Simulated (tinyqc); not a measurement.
MOS structure on a p-type body, non-linear Poisson equation by Newton steps: one step of the calculation.

One dimension, insulator interface at x = 0, acceptor density Na, uniform, net doping C = -(acceptor density). psi is counted from the intrinsic level: n = ni exp((psi - Vb)/Vt), p = ni exp(-psi/Vt); deep in the body psi_b = -Vt ln(Na/ni). The gate acts through Cox = eps0 eox/tox and has the potential psi_G = Vg - (phiM - chi - Vt ln(Nc/ni)). Boltzmann statistics, full ionisation, classical densities, no oxide or interface charge.

Task. Scales and end potentials. ni = sqrt(Nc Nv) exp(-Eg/(2 Vt)), Eg in volts; Cox, psi_G and psi_b as defined.

Parameters, values chosen for the exercise; band and dielectric values close to those of silicon:
```
symbol    value   unit                                                                 meaning
T           300      K                                                             temperature
Eg          1.1     eV                                                                band gap
Nc      2.82e19  cm^-3                                  conduction-band density of states at T
Nv      2.61e19  cm^-3                                     valence-band density of states at T
chi        4.06     eV                                                       electron affinity
Na         4e16  cm^-3                                       acceptor density deep in the body
eox         3.9         relative permittivity of the gate insulator (close to silicon dioxide)
tox         7.7     nm                                                     insulator thickness
phiM       4.19     eV                                                      gate work function
Vg        -0.22      V                                           gate voltage against the body
```

Constants: q = 1.602176634e-19 C, kB = 1.380649e-23 J/K, Vt = kB T/q, eps0 = 8.8541878128e-14 F/cm where lengths are in cm. Results are converted to the units shown.

Wanted: ni; Cox; psi_G; psi_b.

Result.

ni = 1.5626e10 cm^-3
Cox = 0.44846 uF/cm^2
psi_G = 0.20100 V
psi_b = -0.38146 V

Program tinyqc, `OMP_NUM_THREADS=1 python tinyqc.py 2080120 2080121 out.jsonl`; Intel Xeon 2.30GHz, shared host, one thread, about 0.4 s.
